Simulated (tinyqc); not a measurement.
UHF in the 6-311g basis, for H2-, spin multiplicity 2, step by step (part 1 of 2). The basis has no diffuse functions, so it cannot describe the extra electron: this is an exercise in the method, not the real anion. Computed by tinyqc, a small Python program that keeps every step (integrals from PySCF). Settings: charge = -1, multiplicity = 2, basis = 6-311g, energy threshold = 1e-10, iteration cap = 77, orthogonalisation = symmetric, start = Wolfsberg-Helmholz matrix, DIIS depth = 0, shift = 0.5, method = UHF. Command: `OMP_NUM_THREADS=1 python tinyqc.py 25038 25039 out.jsonl` (the two numbers bound the seeds that draw the settings). One thread of a shared host (Intel(R) Xeon(R) Processor @ 2.60GHz), about 0.09 s of CPU time with the checks. Later iterations appear only in the table of the cycle.

## One-electron integrals

Geometry (angstrom):
```
atom         x         y         z
H     0.000000  0.000000  0.000000
H     0.000000  0.000000  1.090000
```

Basis 6-311g: exponents (1/bohr^2) and contraction coefficients of normalised primitives:
```
element  l (shell)   exponent  coefficient
H            s (1)  33.865000     0.025494
H            s (1)   5.094790     0.190373
H            s (1)   1.158790     0.852161
H            s (2)   0.325840     1.000000
H            s (3)   0.102741     1.000000
```

Overlap, kinetic and nuclear-attraction integrals over the contracted functions; the nuclear repulsion is the sum of Za Zb / Rab.

nuclear repulsion = 0.48548368 hartree

overlap S, lower triangle:
```
          1H 1s     1H 2s     1H 3s     2H 1s     2H 2s     2H 3s
1H 1s  1.000000
1H 2s  0.706377  1.000000
1H 3s  0.373664  0.788963  1.000000
2H 1s  0.066279  0.235729  0.249855  1.000000
2H 2s  0.235729  0.500957  0.566405  0.706377  1.000000
2H 3s  0.249855  0.566405  0.804163  0.373664  0.788963  1.000000
```

kinetic energy T (hartree), lower triangle:
```
           1H 1s     1H 2s     1H 3s     2H 1s     2H 2s     2H 3s
1H 1s   2.304348
1H 2s   0.549119  0.488760
1H 3s   0.106346  0.184881  0.154112
2H 1s  -0.088783  0.048849  0.052018  2.304348
2H 2s   0.048849  0.132016  0.103403  0.549119  0.488760
2H 3s   0.052018  0.103403  0.105923  0.106346  0.184881  0.154112
```

nuclear attraction V (hartree), lower triangle:
```
           1H 1s      1H 2s      1H 3s      2H 1s      2H 2s      2H 3s
1H 1s  -2.596577
1H 2s  -1.403540  -1.387311
1H 3s  -0.696223  -0.944193  -0.906350
2H 1s  -0.129171  -0.463317  -0.471190  -2.596577
2H 2s  -0.463317  -0.739658  -0.712761  -1.403540  -1.387311
2H 3s  -0.471190  -0.712761  -0.766598  -0.696223  -0.944193  -0.906350
```

core Hamiltonian H = T + V (hartree), lower triangle:
```
           1H 1s      1H 2s      1H 3s      2H 1s      2H 2s      2H 3s
1H 1s  -0.292229
1H 2s  -0.854421  -0.898551
1H 3s  -0.589877  -0.759311  -0.752238
2H 1s  -0.217955  -0.414467  -0.419172  -0.292229
2H 2s  -0.414467  -0.607642  -0.609358  -0.854421  -0.898551
2H 3s  -0.419172  -0.609358  -0.660675  -0.589877  -0.759311  -0.752238
```

## Two-electron integrals

Functions are numbered as in S; the eight-fold symmetry (ij|kl) = (ji|kl) = (kl|ij) leaves the list below.

Two-electron integrals (ij|kl) in chemists' order, unique and non-zero (hartree):
```
(11|11) 1.393035   (21|11) 0.822971   (21|21) 0.509703   (22|11) 0.822904
(22|21) 0.543028   (22|22) 0.644106   (31|11) 0.411256   (31|21) 0.257757
(31|22) 0.279868   (31|31) 0.130794   (32|11) 0.543681   (32|21) 0.365771
(32|22) 0.452669   (32|31) 0.189803   (32|32) 0.325140   (33|11) 0.494021
(33|21) 0.340115   (33|22) 0.445993   (33|31) 0.178035   (33|32) 0.331779
(33|33) 0.361682   (41|11) 0.058588   (41|21) 0.038598   (41|22) 0.045194
(41|31) 0.019863   (41|32) 0.031451   (41|33) 0.030453   (41|41) 0.005321
(42|11) 0.141296   (42|21) 0.097748   (42|22) 0.127330   (42|31) 0.051190
(42|32) 0.093290   (42|33) 0.097412   (42|41) 0.015283   (42|42) 0.055832
(43|11) 0.129847   (43|21) 0.090644   (43|22) 0.121451   (43|31) 0.047658
(43|32) 0.090619   (43|33) 0.097694   (43|41) 0.014183   (43|42) 0.056064
(43|43) 0.058356   (44|11) 0.485019   (44|21) 0.341555   (44|22) 0.468907
(44|31) 0.180255   (44|32) 0.354100   (44|33) 0.387298   (44|41) 0.058588
(44|42) 0.256715   (44|43) 0.272669   (44|44) 1.393035   (51|11) 0.256715
(51|21) 0.161304   (51|22) 0.175791   (51|31) 0.081908   (51|32) 0.119365
(51|33) 0.112130   (51|41) 0.015283   (51|42) 0.039838   (51|43) 0.036775
(51|44) 0.141296   (51|51) 0.055832   (52|11) 0.346080   (52|21) 0.233158
(52|22) 0.289054   (52|31) 0.121036   (52|32) 0.207638   (52|33) 0.211673
(52|41) 0.026709   (52|42) 0.085513   (52|43) 0.084105   (52|44) 0.346080
(52|51) 0.085513   (52|52) 0.161644   (53|11) 0.297864   (53|21) 0.204912
(53|22) 0.267604   (53|31) 0.107216   (53|32) 0.198247   (53|33) 0.213697
(53|41) 0.024622   (53|42) 0.087348   (53|43) 0.089954   (53|44) 0.378779
(53|51) 0.076119   (53|52) 0.158855   (53|53) 0.167576   (54|11) 0.341555
(54|21) 0.239760   (54|22) 0.326552   (54|31) 0.126359   (54|32) 0.246072
(54|33) 0.269570   (54|41) 0.038598   (54|42) 0.161304   (54|43) 0.171187
(54|44) 0.822971   (54|51) 0.097748   (54|52) 0.233158   (54|53) 0.255531
(54|54) 0.509703   (55|11) 0.468907   (55|21) 0.326552   (55|22) 0.438707
(55|31) 0.171631   (55|32) 0.329957   (55|33) 0.364316   (55|41) 0.045194
(55|42) 0.175791   (55|43) 0.186388   (55|44) 0.822904   (55|51) 0.127330
(55|52) 0.289054   (55|53) 0.318275   (55|54) 0.543028   (55|55) 0.644106
(61|11) 0.272669   (61|21) 0.171187   (61|22) 0.186388   (61|31) 0.086909
(61|32) 0.126536   (61|33) 0.118850   (61|41) 0.014183   (61|42) 0.036775
(61|43) 0.034157   (61|44) 0.129847   (61|51) 0.056064   (61|52) 0.084105
(61|53) 0.074707   (61|54) 0.090644   (61|55) 0.121451   (61|61) 0.058356
(62|11) 0.378779   (62|21) 0.255531   (62|22) 0.318275   (62|31) 0.132731
(62|32) 0.229419   (62|33) 0.235526   (62|41) 0.024622   (62|42) 0.076119
(62|43) 0.074707   (62|44) 0.297864   (62|51) 0.087348   (62|52) 0.158855
(62|53) 0.154774   (62|54) 0.204912   (62|55) 0.267604   (62|61) 0.089954
(62|62) 0.167576   (63|11) 0.371904   (63|21) 0.256867   (63|22) 0.339788
(63|31) 0.134628   (63|32) 0.254262   (63|33) 0.280622   (63|41) 0.026126
(63|42) 0.089171   (63|43) 0.091546   (63|44) 0.371904   (63|51) 0.089171
(63|52) 0.179669   (63|53) 0.189023   (63|54) 0.256867   (63|55) 0.339788
(63|61) 0.091546   (63|62) 0.189023   (63|63) 0.233892   (64|11) 0.180255
(64|21) 0.126359   (64|22) 0.171631   (64|31) 0.066560   (64|32) 0.129256
(64|33) 0.141720   (64|41) 0.019863   (64|42) 0.081908   (64|43) 0.086909
(64|44) 0.411256   (64|51) 0.051190   (64|52) 0.121036   (64|53) 0.132731
(64|54) 0.257757   (64|55) 0.279868   (64|61) 0.047658   (64|62) 0.107216
(64|63) 0.134628   (64|64) 0.130794   (65|11) 0.354100   (65|21) 0.246072
(65|22) 0.329957   (65|31) 0.129256   (65|32) 0.248554   (65|33) 0.276682
(65|41) 0.031451   (65|42) 0.119365   (65|43) 0.126536   (65|44) 0.543681
(65|51) 0.093290   (65|52) 0.207638   (65|53) 0.229419   (65|54) 0.365771
(65|55) 0.452669   (65|61) 0.090619   (65|62) 0.198247   (65|63) 0.254262
(65|64) 0.189803   (65|65) 0.325140   (66|11) 0.387298   (66|21) 0.269570
(66|22) 0.364316   (66|31) 0.141720   (66|32) 0.276682   (66|33) 0.315344
(66|41) 0.030453   (66|42) 0.112130   (66|43) 0.118850   (66|44) 0.494021
(66|51) 0.097412   (66|52) 0.211673   (66|53) 0.235526   (66|54) 0.340115
(66|55) 0.445993   (66|61) 0.097694   (66|62) 0.213697   (66|63) 0.280622
(66|64) 0.178035   (66|65) 0.331779   (66|66) 0.361682
```

## Orthogonalisation

S = U s U^T; symmetric (Loewdin) form X = U s^(-1/2) U^T, so that X^T S X = 1.

eigenvalues of S: 0.052825  0.131187  0.294103  0.730026  1.281672  3.510186

X, lower triangle:
```
           1H 1s      1H 2s      1H 3s      2H 1s      2H 2s     2H 3s
1H 1s   1.375561
1H 2s  -0.751645   2.165425
1H 3s   0.209922  -1.035588   2.230627
2H 1s   0.044332   0.010834  -0.049003   1.375561
2H 2s   0.010834  -0.327169   0.236811  -0.751645   2.165425
2H 3s  -0.049003   0.236811  -1.023716   0.209922  -1.035588  2.230627
```

## Starting guess

The start is the generalised Wolfsberg-Helmholz matrix (K = 1.75) built on H; D(s) = C_occ C_occ^T for each spin.

D(alpha) at the start, lower triangle:
```
           1H 1s      1H 2s      1H 3s     2H 1s     2H 2s     2H 3s
1H 1s   0.129547
1H 2s   0.120585   0.438981
1H 3s   0.047312   0.233025   0.126588
2H 1s  -0.090822  -0.231249  -0.118026  0.129547
2H 2s  -0.231249  -0.122743  -0.030948  0.120585  0.438981
2H 3s  -0.118026  -0.030948   0.002539  0.047312  0.233025  0.126588
```

D(beta) at the start, lower triangle:
```
           1H 1s      1H 2s      1H 3s      2H 1s     2H 2s     2H 3s
1H 1s   0.019363
1H 2s  -0.055332   0.158119
1H 3s  -0.035357   0.101038   0.064564
2H 1s   0.019363  -0.055332  -0.035357   0.019363
2H 2s  -0.055332   0.158119   0.101038  -0.055332  0.158119
2H 3s  -0.035357   0.101038   0.064564  -0.035357  0.101038  0.064564
```

## Iteration 1: building the Fock matrix

J_ij = sum D_kl (ij|kl) with D = D(alpha) + D(beta), K_ij = sum D_kl (ik|jl) for each spin; F = H + J - K(s); E = tr D H + tr D J / 2 - 0.5 sum_s tr D(s) K(s) + E_nn.

Coulomb J (hartree), lower triangle:
```
          1H 1s     1H 2s     1H 3s     2H 1s     2H 2s     2H 3s
1H 1s  1.794696
1H 2s  1.206161  1.514530
1H 3s  0.626676  1.103851  1.162958
2H 1s  0.121430  0.414821  0.425318  1.794696
2H 2s  0.414821  0.799926  0.822091  1.206161  1.514530
2H 3s  0.425318  0.822091  0.972037  0.626676  1.103851  1.162958
```

exchange K(alpha) (hartree), lower triangle:
```
           1H 1s     1H 2s     1H 3s     2H 1s     2H 2s     2H 3s
1H 1s   0.570933
1H 2s   0.507825  0.598579
1H 3s   0.330515  0.470529  0.420686
2H 1s  -0.062910  0.100156  0.187540  0.570933
2H 2s   0.100156  0.298963  0.356644  0.507825  0.598579
2H 3s   0.187540  0.356644  0.374285  0.330515  0.470529  0.420686
```

exchange K(beta) (hartree), lower triangle:
```
          1H 1s     1H 2s     1H 3s     2H 1s     2H 2s     2H 3s
1H 1s  0.131557
1H 2s  0.203785  0.359472
1H 3s  0.178335  0.336462  0.332260
2H 1s  0.077435  0.156400  0.160052  0.131557
2H 2s  0.156400  0.307085  0.313248  0.203785  0.359472
2H 3s  0.160052  0.313248  0.320738  0.178335  0.336462  0.332260
```

F(alpha) (hartree), lower triangle:
```
           1H 1s      1H 2s      1H 3s      2H 1s      2H 2s      2H 3s
1H 1s   0.931534
1H 2s  -0.156085   0.017401
1H 3s  -0.293716  -0.125989  -0.009965
2H 1s  -0.033614  -0.099802  -0.181394   0.931534
2H 2s  -0.099802  -0.106679  -0.143910  -0.156085   0.017401
2H 3s  -0.181394  -0.143910  -0.062923  -0.293716  -0.125989  -0.009965
```

F(beta) (hartree), lower triangle:
```
           1H 1s      1H 2s      1H 3s      2H 1s     2H 2s     2H 3s
1H 1s   1.370910
1H 2s   0.147955   0.256508
1H 3s  -0.141536   0.008078   0.078460
2H 1s  -0.173959  -0.156046  -0.153906   1.370910
2H 2s  -0.156046  -0.114801  -0.100514   0.147955  0.256508
2H 3s  -0.153906  -0.100514  -0.009376  -0.141536  0.008078  0.078460
```

total energy of this density = -0.47088331 hartree

## Iteration 1: diagonalisation and new density

A level shift of 0.5 hartree raises the virtual space: F + shift (S - S D(s) S), with D(s) the density of one spin. Diagonalise F' = X^T F X, C = X C', fill 2 alpha and 1 beta electrons from the bottom; D(s) = C_occ C_occ^T. Each column has its largest component positive (the first on a tie).

F' = X^T F X (alpha) (hartree), lower triangle:
```
           1          2          3          4          5         6
1   2.362610
2  -1.373078   1.460690
3  -0.092968  -0.586319   0.736853
4   0.273785   0.062999  -0.046183   2.362610
5   0.062999  -0.116267  -0.076656  -1.373078   1.460690
6  -0.046183  -0.076656  -0.239108  -0.092968  -0.586319  0.736853
```

orbital energies (alpha) (hartree): MO1 -0.130685, MO2 0.152021, MO3 1.139173, MO4 1.161095, MO5 3.328627, MO6 3.470074

coefficients C (alpha):
```
            MO1        MO2        MO3        MO4        MO5        MO6
1H 1s  0.088427   0.207986   0.061173  -0.057016  -1.078789  -1.133064
1H 2s  0.219835   0.535108   0.907414  -1.073204   1.663909   1.187976
1H 3s  0.304600   0.536831  -0.863781   2.196573  -1.012558  -0.470519
2H 1s  0.088427  -0.207986   0.061173   0.057016   1.078789  -1.133064
2H 2s  0.219835  -0.535108   0.907414   1.073204  -1.663909   1.187976
2H 3s  0.304600  -0.536831  -0.863781  -2.196573   1.012558  -0.470519
```

F' = X^T F X (beta) (hartree), lower triangle:
```
           1          2          3          4          5         6
1   2.848121
2  -1.103771   1.711593
3   0.027448  -0.482400   0.789884
4   0.040084  -0.138571  -0.113534   2.848121
5  -0.138571  -0.315356  -0.149110  -1.103771   1.711593
6  -0.113534  -0.149110  -0.266298   0.027448  -0.482400  0.789884
```

orbital energies (beta) (hartree): MO1 0.001402, MO2 0.931963, MO3 1.196502, MO4 1.462539, MO5 3.496667, MO6 3.610123

coefficients C (beta):
```
            MO1        MO2        MO3        MO4        MO5        MO6
1H 1s  0.054949   0.080333   0.027964  -0.064886  -1.095276  -1.136483
1H 2s  0.193200  -0.192609   0.959154  -1.333670   1.546262   1.151396
1H 3s  0.345919   1.758845  -0.858769   1.468269  -0.942891  -0.450714
2H 1s  0.054949  -0.080333   0.027964   0.064886   1.095276  -1.136483
2H 2s  0.193200   0.192609   0.959154   1.333670  -1.546262   1.151396
2H 3s  0.345919  -1.758845  -0.858769  -1.468269   0.942891  -0.450714
```

D(alpha) after iteration 1, lower triangle:
```
           1H 1s      1H 2s      1H 3s     2H 1s     2H 2s     2H 3s
1H 1s   0.051078
1H 2s   0.130735   0.334668
1H 3s   0.138588   0.354225   0.380969
2H 1s  -0.035439  -0.091856  -0.084719  0.051078
2H 2s  -0.091856  -0.238013  -0.220301  0.130735  0.334668
2H 3s  -0.084719  -0.220301  -0.195406  0.138588  0.354225  0.380969
```

D(beta) after iteration 1, lower triangle:
```
          1H 1s     1H 2s     1H 3s     2H 1s     2H 2s     2H 3s
1H 1s  0.003019
1H 2s  0.010616  0.037326
1H 3s  0.019008  0.066831  0.119660
2H 1s  0.003019  0.010616  0.019008  0.003019
2H 2s  0.010616  0.037326  0.066831  0.010616  0.037326
2H 3s  0.019008  0.066831  0.119660  0.019008  0.066831  0.119660
```

## Iteration 2: building the Fock matrix

As before.

Coulomb J (hartree), lower triangle:
```
          1H 1s     1H 2s     1H 3s     2H 1s     2H 2s     2H 3s
1H 1s  1.770740
1H 2s  1.187059  1.485587
1H 3s  0.616288  1.082705  1.143746
2H 1s  0.118938  0.406716  0.417671  1.770740
2H 2s  0.406716  0.781030  0.804248  1.187059  1.485587
2H 3s  0.417671  0.804248  0.954029  0.616288  1.082705  1.143746
```

exchange K(alpha) (hartree), lower triangle:
```
          1H 1s     1H 2s     1H 3s     2H 1s     2H 2s     2H 3s
1H 1s  0.561942
1H 2s  0.533660  0.615081
1H 3s  0.369436  0.485541  0.428972
2H 1s  0.022755  0.159081  0.225608  0.561942
2H 2s  0.159081  0.315319  0.360089  0.533660  0.615081
2H 3s  0.225608  0.360089  0.372216  0.369436  0.485541  0.428972
```

exchange K(beta) (hartree), lower triangle:
```
          1H 1s     1H 2s     1H 3s     2H 1s     2H 2s     2H 3s
1H 1s  0.208298
1H 2s  0.256690  0.370907
1H 3s  0.217290  0.340773  0.333856
2H 1s  0.108267  0.189153  0.192989  0.208298
2H 2s  0.189153  0.312806  0.316279  0.256690  0.370907
2H 3s  0.192989  0.316279  0.321944  0.217290  0.340773  0.333856
```

F(alpha) (hartree), lower triangle:
```
           1H 1s      1H 2s      1H 3s      2H 1s      2H 2s      2H 3s
1H 1s   0.916569
1H 2s  -0.201021  -0.028045
1H 3s  -0.343025  -0.162147  -0.037464
2H 1s  -0.121772  -0.166833  -0.227109   0.916569
2H 2s  -0.166833  -0.141931  -0.165198  -0.201021  -0.028045
2H 3s  -0.227109  -0.165198  -0.078862  -0.343025  -0.162147  -0.037464
```

F(beta) (hartree), lower triangle:
```
           1H 1s      1H 2s      1H 3s      2H 1s      2H 2s     2H 3s
1H 1s   1.270214
1H 2s   0.075948   0.216129
1H 3s  -0.190879  -0.017380   0.057652
2H 1s  -0.207284  -0.196904  -0.194490   1.270214
2H 2s  -0.196904  -0.139418  -0.121388   0.075948   0.216129
2H 3s  -0.194490  -0.121388  -0.028590  -0.190879  -0.017380  0.057652
```

total energy of this density = -0.88969510 hartree

## Iteration 2: diagonalisation and new density

As before.

F' = X^T F X (alpha) (hartree), lower triangle:
```
           1          2          3          4          5         6
1   2.399472
2  -1.404580   1.451687
3  -0.165063  -0.616961   0.686918
4   0.144694  -0.023093  -0.089909   2.399472
5  -0.023093  -0.063680  -0.015160  -1.404580   1.451687
6  -0.089909  -0.015160  -0.198630  -0.165063  -0.616961  0.686918
```

orbital energies (alpha) (hartree): MO1 -0.212946, MO2 0.095331, MO3 1.120070, MO4 1.205551, MO5 3.354810, MO6 3.513338

coefficients C (alpha):
```
            MO1        MO2        MO3        MO4        MO5        MO6
1H 1s  0.140491   0.165325   0.053908  -0.060805  -1.085939  -1.128163
1H 2s  0.206718   0.452286   0.900616  -1.162553   1.628068   1.195480
1H 3s  0.287215   0.768820  -0.877538   2.134387  -0.995843  -0.455765
2H 1s  0.140491  -0.165325   0.053908   0.060805   1.085939  -1.128163
2H 2s  0.206718  -0.452286   0.900616   1.162553  -1.628068   1.195480
2H 3s  0.287215  -0.768820  -0.877538  -2.134387   0.995843  -0.455765
```

F' = X^T F X (beta) (hartree), lower triangle:
```
           1          2          3          4          5         6
1   2.748717
2  -1.154329   1.742912
3  -0.026727  -0.467253   0.766437
4   0.010337  -0.175687  -0.161114   2.748717
5  -0.175687  -0.274840  -0.133544  -1.154329   1.742912
6  -0.161114  -0.133544  -0.286557  -0.026727  -0.467253  0.766437
```

orbital energies (beta) (hartree): MO1 -0.060232, MO2 0.922757, MO3 1.166785, MO4 1.427461, MO5 3.458907, MO6 3.600451

coefficients C (beta):
```
            MO1        MO2        MO3        MO4        MO5        MO6
1H 1s  0.106987   0.088632   0.040988  -0.078573  -1.093739  -1.132373
1H 2s  0.154833  -0.163422   0.941937  -1.315883   1.564751   1.171237
1H 3s  0.353290   1.721561  -0.858426   1.504286  -0.954854  -0.445621
2H 1s  0.106987  -0.088632   0.040988   0.078573   1.093739  -1.132373
2H 2s  0.154833   0.163422   0.941937   1.315883  -1.564751   1.171237
2H 3s  0.353290  -1.721561  -0.858426  -1.504286   0.954854  -0.445621
```

D(alpha) after iteration 2, lower triangle:
```
           1H 1s      1H 2s      1H 3s     2H 1s     2H 2s     2H 3s
1H 1s   0.047070
1H 2s   0.103816   0.247295
1H 3s   0.167456   0.407099   0.673576
2H 1s  -0.007595  -0.045732  -0.086754  0.047070
2H 2s  -0.045732  -0.161831  -0.288354  0.103816  0.247295
2H 3s  -0.086754  -0.288354  -0.508591  0.167456  0.407099  0.673576
```

D(beta) after iteration 2, lower triangle:
```
          1H 1s     1H 2s     1H 3s     2H 1s     2H 2s     2H 3s
1H 1s  0.011446
1H 2s  0.016565  0.023973
1H 3s  0.037798  0.054701  0.124814
2H 1s  0.011446  0.016565  0.037798  0.011446
2H 2s  0.016565  0.023973  0.054701  0.016565  0.023973
2H 3s  0.037798  0.054701  0.124814  0.037798  0.054701  0.124814
```
